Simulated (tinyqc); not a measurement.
Raising U: Hubbard chain of 3 sites, mean field against exact. Computed by the program tinyqc. 

one-body matrix (hopping and site energies) (eV):
```
,1,2,3
1,0.0000,-1.0300,0.0000
2,-1.0300,0.0000,-1.0300
3,0.0000,-1.0300,0.0000
```

electrons, up and down: 2  1

Collinear unrestricted mean field (the lowest of 40 random starts) against exact diagonalisation.

Exact and mean-field results (eV):
```
U,U/t,E exact,E mean field,mean |n_up - n_down|,"double occupancy, exact",first gap in the sector
0.5200,0.5049,-2.603844,-2.591626,0.3676,0.1882,1.3842
1.0300,1.0000,-2.331449,-2.284941,0.4127,0.1678,1.3014
2.0600,2.0000,-1.874692,-1.716667,0.5556,0.1286,1.1207
3.0900,3.0000,-1.529910,-1.280096,0.7289,0.0960,0.9515
4.1200,4.0000,-1.273150,-0.993654,0.8375,0.0715,0.8102
6.1800,6.0000,-0.933935,-0.676588,0.9262,0.0416,0.6078
8.2400,8.0000,-0.728943,-0.510849,0.9584,0.0263,0.4790
12.3600,12.0000,-0.501355,-0.342125,0.9815,0.0128,0.3320
20.6000,20.0000,-0.305963,-0.205741,0.9933,0.0049,0.2035
```

In absolute terms mean field is worst at U/t = 4.0, 0.279 eV too high: at small U it is nearly exact, and at large U it misses only exchange-scale energies. Relative to the exact energy its error is 0.5 % at the smallest U, 33 % at most and 33 % at the largest. The double occupancy falls from 0.188 to 0.005; at the largest U the first gap is 0.99 times the exchange scale 4t^2/U.
